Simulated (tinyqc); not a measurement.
## AlGaN/GaN HEMT with access regions, lumped model: effect of the gate voltage

A polarisation-induced electron sheet under a Schottky gate, in series with two ungated access regions and contacts. Drift law v = mu E/(1 + mu E/vs) under the gate. Currents in mA/mm, resistances in ohm mm. No self-heating, no channel-length modulation; fits for polarisation, barrier and offset are chosen for the exercise.

sigma = (5e13 x + 1.6e13 x^2) cm^-2, phiB = 0.84 + 1.3 x, dEc = 0.7 (1.71 x + x^2) in volts, Cb = eps0 eps_r/d, VT = phiB - dEc - q sigma/Cb, access density n0 = -Cb VT/q. Access resistance R(L, n) = L/(q mu n sqrt(1 - (I/(q n vs))^2)); Rs = Rc + R(Ls, n0), Rd = Rc + R(Ld, (1 - ft) n0). Vg' = Vg - I Rs, Vd' = Vd - I (Rs + Rd); with u = Vg' - VT, Vc = vs Lg/mu and w the smaller of Vd' and Vc [sqrt(1 + 2 u/Vc) - 1] (0 if negative), the channel gives (mu Cb/Lg)(u w - w^2/2)/(1 + w/Vc). I equals that channel current. Isat is I at Vd = 10 V, gm = dIsat/dVg, Ron the limit of Vd/I at small Vd.

Inputs (values chosen for the exercise); values close to those of AlGaN/GaN structures: aluminium share of the barrier x = 0.24; barrier thickness d = 20 nm; relative permittivity of barrier and channel eps_r = 9.3; channel mobility mu = 1400 cm^2/(V s); saturation velocity vs = 1.6e7 cm/s; gate length Lg = 1 um; source access length Ls = 1.5 um; drain access length Ld = 4 um; resistance of each contact Rc = 0.28 ohm mm; share of the drain-access electrons removed by traps ft = 0.

Constants: q = 1.602176634e-19 C, eps0 = 8.8541878128e-14 F/cm where lengths are in cm. Results are converted to the units shown.

The same in every row: VT (V) = -4.204; n0 (cm^-2) = 1.080e13.

Result of one run:
```
Vg (V)	Ron (ohm mm)	Isat (mA/mm)	gm (mS/mm)
0	3.242	965.5	285.9
```

What becomes of these results when the gate voltage Vg is changed from 0 to -3.8 V, all else the same?

Result of the changed run:
```
Vg (V)	Ron (ohm mm)	Isat (mA/mm)	gm (mS/mm)
-3.8	7.125	31.14	129.9
```

The whole series:
```
Vg (V)	Ron (ohm mm)	Isat (mA/mm)	gm (mS/mm)
-3.8	7.125	31.14	129.9
-3	4.271	175.3	215.3
-2.3	3.741	338.6	248.0
-1.5	3.471	546.3	269.2
-0.8	3.339	738.8	279.9
0	3.242	965.5	285.9
0.7	3.184	1166	286.5
1.5	3.134	1394	282.0
```

As Vg goes from -3.8 to 1.5 V, Ron falls from 7.12 to 3.13 ohm mm, Isat rises from 31.1 to 1390 mA/mm and gm goes from 130 through a maximum of 287 (at Vg = 0.7 V among the rows listed) to 282 mS/mm. The ceiling Cb vs is 659 mS/mm. For Vg = -1.5 to 1.5 V the power passes 5 W/mm, where self-heating, left out here, lowers the current. At Vg = 1.5 V Vg comes within 0.2 V of phiB or passes it, so at low drain current, as for Ron, the Schottky gate would conduct.

Program tinyqc, `OMP_NUM_THREADS=1 python tinyqc.py 2570003 2570004 out.jsonl`; Intel Xeon 2.30GHz, shared host, one thread, about 0.02 s.
